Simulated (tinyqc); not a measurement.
# Single-oscillator infrared dielectric function of a polar cubic crystal, step by step

A worked calculation. Computed by tinyqc, a small Python program that keeps every step. Command: `OMP_NUM_THREADS=1 python tinyqc.py 3012824 3012825 out.jsonl infrared walk`. One thread of a shared host (Intel(R) Xeon(R) Processor @ 2.30GHz), about 0.01 s of CPU time with the checks. Intermediate numbers are printed to about 6 digits and carried at full precision; extremes and crossings named in words are read from the listed rows.

One ion pair, charges +Z* and -Z*, in a cell of volume Omega = a^3/4. Frequencies omega are given as wavenumbers (1/cm); eps_s is the static dielectric constant.

Inputs (values chosen for the exercise, modelled on cubic gallium nitride):
```
quantity                          value      unit
lattice constant a                 4.52  angstrom
mass M_A                          69.72         u
mass M_B                         14.007         u
omega_TO                            544      1/cm
Born charge Z*                     2.58         e
eps_inf                            5.37         -
phonon damping gamma                6.2      1/cm
probe frequency / omega_TO        0.508         -
eps_m of the surrounding medium     2.1         -
```

Structure: zinc blende. Free carriers: absent.

Constants: nu for 1 eV/(angstrom^2 u) = 15.6333042 THz; 1 THz = 33.35640952 1/cm; e^2/(4 pi eps_0) = 14.39964548 eV angstrom.

## LO frequency and static constant from the Born charge

mu = M_A M_B/(M_A + M_B); ionic plasma term W^2 = 4 pi Z*^2 (e^2/(4 pi eps_0))/(Omega mu) in eV/(angstrom^2 u), turned into 1/cm by W = 15.6333042 x 33.35640952 x sqrt(W^2); omega_LO^2 = omega_TO^2 + W^2/eps_inf; eps_s = eps_inf + W^2/omega_TO^2; Szigeti charge 3 Z*/(eps_inf + 2); longitudinal (Callen) charge Z*/eps_inf.

reduced mass mu = 11.6637 u

W = 1102.90 1/cm

omega_LO = 722.807 1/cm

eps_s = 9.48028

Szigeti charge = 1.05020 e

Callen charge = 0.480447 e

omega_LO/omega_TO = 1.329; the ions supply 43 % of eps_s.

## Optical constants at the probe frequency

eps(omega) = eps_inf + W^2/(omega_TO^2 - omega^2 - i gamma omega); n + i k = sqrt(eps) with k >= 0; R = |(n + i k - 1)/(n + i k + 1)|^2 at normal incidence from vacuum. omega is the probe ratio times omega_TO. Intensity decays over 1/(4 pi omega k); the loss function is Im(-1/eps).

omega = 276.352 1/cm

Re eps = 10.9096

Im eps = 0.0432283

n = 3.30297

k = 0.00654385

reflectivity R = 0.286446

penetration depth of the intensity = 440.042 micrometre

loss function = 3.63198e-04

Re eps is positive and k is small against n: the wave propagates.

## Spectrum around the optical phonon

The loss function is Im(-1/eps).

Spectrum:
```
omega (1/cm)      Re eps      Im eps           R   Im(-1/eps)
272              10.8501   0.0416377    0.285401  3.53685e-04
462              20.0977    0.511394    0.403624   0.00126527
528              73.7951     13.0595    0.629841   0.00232530
544                 5.37     360.644    0.860794   0.00277221
589             -18.3658     1.70008    0.960054   0.00499738
633             -6.22560    0.434432    0.953065    0.0111545
687             -1.53591    0.167099    0.899512    0.0700060
723           0.00870552    0.105967    0.395140      9.37365
737             0.451710   0.0909006   0.0390722     0.428162
766              1.18853   0.0682850  0.00210369    0.0481807
831              2.28816   0.0402363   0.0416637   0.00768267
1080             3.97269   0.0107487    0.110099  6.81058e-04
1810             4.96185  0.00153693    0.144650  6.24261e-05
```

R peaks among these rows at 589 per cm with 0.96 and is lowest, 0.002, at 766; far above omega_LO it tends to ((sqrt(eps_inf) - 1)/(sqrt(eps_inf) + 1))^2 = 0.158. Im eps is largest at 544 and the loss function at 723: absorption marks the TO mode and the loss function the LO mode. Re eps is negative in some rows, where R averages 0.94.

## Surface and particle modes

Without damping, eps(omega) = -x eps_m gives omega^2 = omega_TO^2 (eps_s + x eps_m)/(eps_inf + x eps_m): x = 1 for a flat surface at large wave vector, x = 2 for the dipole mode of a small sphere. The reflectivity R for light from vacuum (not from the medium eps_m) vanishes where eps = 1, omega^2 = omega_TO^2 (eps_s - 1)/(eps_inf - 1).

surface mode = 677.327 1/cm

sphere mode = 650.415 1/cm

zero of R = 757.815 1/cm

Both modes lie between omega_TO and omega_LO, at 75 % and 60 % of the way up.

## Phonon polaritons

Transverse waves without damping obey Q^2 = omega^2 eps(omega), Q = wave vector/(2 pi) in 1/cm: eps_inf omega^4 - (eps_inf omega_LO^2 + Q^2) omega^2 + Q^2 omega_TO^2 = 0.

Branches (1/cm):
```
Q      lower branch  upper branch  Q/sqrt(eps_s)  Q/sqrt(eps_inf)
170          55.089        724.43          55.21            73.36
500         159.190        737.34         162.39           215.77
1000        298.198        787.24         324.78           431.53
1700        425.531        937.84         552.13           733.60
2500        487.625       1203.56         811.95          1078.83
4200        524.616       1879.40        1364.08          1812.43
8400        539.267       3656.68        2728.15          3624.87
17000       542.853       7351.55        5521.26          7336.04
```

The lower branch starts as light slowed by sqrt(eps_s) (0.998 of that line) and ends at 0.998 omega_TO; the upper starts at 1.002 omega_LO and ends at 1.002 of the light line with eps_inf. No branch lies between omega_TO and omega_LO.

Checks made by the program: Lyddane-Sachs-Teller relation eps_s/eps_inf = (omega_LO/omega_TO)^2 (relative difference below 1e-10).
